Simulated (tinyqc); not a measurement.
Worked calculation: two coupled magnetic layers: synthetic antiferromagnet, spin flop, exchange bias and magnetoresistance. Computed by tinyqc, a small Python program that keeps every step. Command: `OMP_NUM_THREADS=1 python tinyqc.py 3002906 3002907 out.jsonl saf walk`. One thread of a shared host (Intel(R) Xeon(R) Processor @ 2.30GHz), about 0.3 s of CPU time with the checks. Intermediate numbers are printed to about 6 digits and carried at full precision; extremes and crossings named in words are read from the listed rows.

Moments lie in the plane at the angles p1, p2 from the field. Energy per area: E = J1 cos(p1 - p2) + J2 cos^2(p1 - p2) - B M_s (t1 cos p1 + t2 cos p2) + K (t1 cos^2 p1 + t2 cos^2 p2).

Inputs (values chosen for the exercise, for a model stack):
```
quantity                           value              unit
saturation magnetisation M_s        1230              kA/m
thickness t1                         3.1                nm
thickness t2                         3.1                nm
antiferromagnetic coupling J1       0.48            mJ/m^2
biquadratic coupling J2                0            mJ/m^2
in-plane anisotropy K                3.2            kJ/m^3
field over the saturation field     0.37                 -
spin polarisation P1                0.57                 -
spin polarisation P2                0.71                 -
resistance-area product, parallel     43  ohm micrometre^2
exchange-bias energy J_ex           0.37            mJ/m^2
```

Field direction: along the hard axis.

## Saturation field

The parallel state is stable while the Hessian at p1 = p2 = 0 is positive: with c = J1 + 2 J2 and u = B M_s - 2K, (u t1 - c)(u t2 - c) > c^2, so B_sat M_s = c (1/t1 + 1/t2) + 2K. B_K = 2K/M_s.

exchange field c (1/t1 + 1/t2)/M_s = 251.770 mT

B_K = 5.20325 mT

saturation field B_sat = 256.974 mT

applied field B = 95.0802 mT

## Equilibrium at the field B

The lowest minimum of E over both angles (from five starts; of two mirror images the one with p1 >= 0, and for equal layers |p1| <= |p2|).

p1 = 68.2844 degrees

p2 = -68.2844 degrees

m/m_sat along B = 0.370000

energy = -0.614140 mJ/m^2

The moments are canted, 136.6 degrees apart; for equal layers without J2, m/m_sat = B/B_sat = 0.37 exactly.

## Tunnel magnetoresistance against a free layer along B

Julliere: TMR = 2 P1 P2/(1 - P1 P2). Conductance G(theta) = G0 (1 + P1 P2 cos theta), so RA(theta) = RA_P (1 + P1 P2)/(1 + P1 P2 cos theta); theta = p2 for the layer next to the barrier.

TMR = 135.965 %

RA, antiparallel = 101.465 ohm micrometre^2

RA at this field = 52.5355 ohm micrometre^2

## Pinning of a single layer

A layer t1 on an antiferromagnet is shifted by B_ex = J_ex/(M_s t1).

bias field, single layer = 97.0365 mT

## Magnetisation curve

The formulas are those given above.

Equilibrium states:
```
B/B_sat   B (mT)  p1 (degrees)  p2 (degrees)  m/m_sat
0.02       5.139       88.8540      -88.8540  0.02000
0.06      15.418       86.5602      -86.5602  0.06000
0.12      30.837       83.1079      -83.1079  0.12000
0.20      51.395       78.4630      -78.4630  0.20000
0.30      77.092       72.5424      -72.5424  0.30000
0.45     115.638       63.2563      -63.2563  0.45000
0.60     154.184       53.1301      -53.1301  0.60000
0.80     205.579       36.8699      -36.8699  0.80000
0.95     244.125       18.1949      -18.1949  0.95000
1.10     282.671        0.0000        0.0000  1.00000
```

From the first row the moments are canted and close at B_sat. The largest gap between m/m_sat and B/B_sat in the canted rows is 0.000.

Checks made by the program: the energy against a grid over both angles (relative difference 3e-07).
